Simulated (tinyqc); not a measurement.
From results back to parameters: electrons shared among three sets of ellipsoidal valleys. Three cases, with inputs chosen for the exercise.

Problem. An ellipsoidal valley with ml > mt has m_d = (ml mt^2)^(1/3) and 1/m_c = (1/ml + 2/mt)/3.

Case 1.

m_d = 0.218131 m0
m_c = 0.108320 m0

Case 2.

m_d = 0.304441 m0
m_c = 0.217993 m0

Case 3.

m_d = 0.233286 m0
m_c = 0.142906 m0

Find: K = ml/mt; ml; mt.

Solution. m_d/m_c = K^(1/3) (2 + 1/K)/3 rises steadily for K > 1, so it fixes K; then mt = m_d/K^(1/3) and ml = K mt.

Case 1.

K = ml/mt = 26.03
ml = 1.916 m0
mt = 0.0736 m0

Case 2.

K = ml/mt = 7.59
ml = 1.176 m0
mt = 0.1549 m0

Case 3.

K = ml/mt = 13.12
ml = 1.298 m0
mt = 0.0989 m0

Computed by tinyqc, one run a case: `OMP_NUM_THREADS=1 python tinyqc.py N N+1 out.jsonl` with N = 1650353, 1650462, 1650483; one thread of a shared Intel(R) Xeon(R) Processor @ 2.30GHz, about 0.01 s a run at most.
